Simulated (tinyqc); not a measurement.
Hueckel theory of the pi electrons, for the molecule C=CC1=CC=CC=CC=C1 (SMILES; centres numbered as the heavy atoms are written), step by step. Computed by tinyqc, a small Python program that keeps every step. Settings: charge = 0. Command: `OMP_NUM_THREADS=1 python tinyqc.py 25209 25210 out.jsonl` (the two numbers bound the seeds that draw the settings). One thread of a shared host (Intel(R) Xeon(R) Processor @ 2.60GHz), about 0.01 s of CPU time with the checks.

## The Hueckel matrix

Centres:

| centre | z_r, pi electrons of the neutral centre | h |
|---|---|---|
| 1C | 1 | 0.00000 |
| 2C | 1 | 0.00000 |
| 3C | 1 | 0.00000 |
| 4C | 1 | 0.00000 |
| 5C | 1 | 0.00000 |
| 6C | 1 | 0.00000 |
| 7C | 1 | 0.00000 |
| 8C | 1 | 0.00000 |
| 9C | 1 | 0.00000 |
| 10C | 1 | 0.00000 |

Bonds:

| i | j | k |
|---|---|---|
| 1 | 2 | 1 |
| 2 | 3 | 1 |
| 3 | 4 | 1 |
| 4 | 5 | 1 |
| 5 | 6 | 1 |
| 6 | 7 | 1 |
| 7 | 8 | 1 |
| 8 | 9 | 1 |
| 9 | 10 | 1 |
| 10 | 3 | 1 |

H_rr = alpha + h_r beta, H_rs = k_rs beta for bonded centres.

Hueckel matrix in units of beta (H = alpha + beta A), lower triangle:
```
          1C       2C       3C       4C       5C       6C       7C       8C
1C   0.00000
2C   1.00000  0.00000
3C   0.00000  1.00000  0.00000
4C   0.00000  0.00000  1.00000  0.00000
5C   0.00000  0.00000  0.00000  1.00000  0.00000
6C   0.00000  0.00000  0.00000  0.00000  1.00000  0.00000
7C   0.00000  0.00000  0.00000  0.00000  0.00000  1.00000  0.00000
8C   0.00000  0.00000  0.00000  0.00000  0.00000  0.00000  1.00000  0.00000
9C   0.00000  0.00000  0.00000  0.00000  0.00000  0.00000  0.00000  1.00000
10C  0.00000  0.00000  1.00000  0.00000  0.00000  0.00000  0.00000  0.00000

          9C      10C
9C   0.00000
10C  1.00000  0.00000
```

## Orbitals

pi electrons, sum of z_r less the charge = 10

Diagonalise; E = alpha + x beta with beta < 0, so the largest x are filled first; degenerate levels share their electrons. P = sum n_i c_ri c_si; each orbital has its largest coefficient positive (the first on a tie).

x values: 2.11688  1.63978  1.41421  0.91100  0.00000  0.00000  -0.91100  -1.41421  -1.63978  -2.11688

occupations: 2.00000  2.00000  2.00000  2.00000  1.00000  1.00000  0.00000  0.00000  0.00000  0.00000

coefficients:
```
         MO1       MO2       MO3       MO4       MO5       MO6       MO7       MO8
1C   0.14268  -0.22452   0.00000   0.57379   0.44665   0.02245   0.57379   0.00000
2C   0.30203  -0.36816   0.00000   0.52272   0.00000   0.00000  -0.52272   0.00000
3C   0.49668  -0.37919   0.00000  -0.09759  -0.44665  -0.02245  -0.09759   0.00000
4C   0.37470  -0.12681   0.35355  -0.30581  -0.02510   0.49937   0.30581  -0.35355
5C   0.29650   0.17124   0.50000  -0.18100   0.44665   0.02245  -0.18100   0.50000
6C   0.25297   0.40761   0.35355   0.14092   0.02510  -0.49937  -0.14092  -0.35355
7C   0.23900   0.49715   0.00000   0.30938  -0.44665  -0.02245   0.30938   0.00000
8C   0.25297   0.40761  -0.35355   0.14092  -0.02510   0.49937  -0.14092   0.35355
9C   0.29650   0.17124  -0.50000  -0.18100   0.44665   0.02245  -0.18100  -0.50000
10C  0.37470  -0.12681  -0.35355  -0.30581   0.02510  -0.49937   0.30581   0.35355

          MO9      MO10
1C   -0.22452   0.14268
2C    0.36816  -0.30203
3C   -0.37919   0.49668
4C    0.12681  -0.37470
5C    0.17124   0.29650
6C   -0.40761  -0.25297
7C    0.49715   0.23900
8C   -0.40761  -0.25297
9C    0.17124   0.29650
10C   0.12681  -0.37470
```

charge and bond-order matrix P, lower triangle:
```
           1C        2C        3C        4C        5C        6C        7C       8C
1C    1.00000
2C    0.85137   1.00000
3C    0.00000   0.47720   1.00000
4C   -0.18708   0.00000   0.52807   1.00000
5C    0.00000  -0.13621   0.00000   0.64303   1.00000
6C    0.05087   0.00000  -0.08534   0.00000   0.59215   1.00000
7C    0.00000   0.10175   0.00000  -0.13621   0.00000   0.61341   1.00000
8C    0.05087   0.00000  -0.08534   0.00000  -0.11495   0.00000   0.61341  1.00000
9C    0.00000  -0.13621   0.00000  -0.06408   0.00000  -0.11495   0.00000  0.59215
10C  -0.18708   0.00000   0.52807   0.00000  -0.06408   0.00000  -0.13621  0.00000

          9C      10C
9C   1.00000
10C  0.64303  1.00000
```

Within a degenerate level the vectors are fixed only up to a rotation; this is one choice.

## Energy, charges, bond orders

E = sum n x; q_r = z_r - P_rr; bond order p = P_rs; free valence = sqrt(3) - sum of p over the bonds of the atom.

pi energy = 10 alpha + this times beta = 12.16375

pi charges: 1C 0.00000, 2C 0.00000, 3C 0.00000, 4C 0.00000, 5C 0.00000, 6C 0.00000, 7C 0.00000, 8C 0.00000, 9C 0.00000, 10C 0.00000

Bond orders and lengths from R = 1.517 - 0.180 p (angstrom, C-C alone):

| bond | p | R |
|---|---|---|
| 1-2 | 0.85137 | 1.36375 |
| 2-3 | 0.47720 | 1.43110 |
| 3-4 | 0.52807 | 1.42195 |
| 4-5 | 0.64303 | 1.40126 |
| 5-6 | 0.59215 | 1.41041 |
| 6-7 | 0.61341 | 1.40659 |
| 7-8 | 0.61341 | 1.40659 |
| 8-9 | 0.59215 | 1.41041 |
| 9-10 | 0.64303 | 1.40126 |
| 10-3 | 0.52807 | 1.42195 |

free valence of the carbons: 1C 0.88069, 2C 0.40349, 3C 0.19871, 4C 0.56096, 5C 0.49687, 6C 0.52649, 7C 0.50523, 8C 0.52649, 9C 0.49687, 10C 0.56096

gap between the highest filled and the next level = 0.91100 |beta|
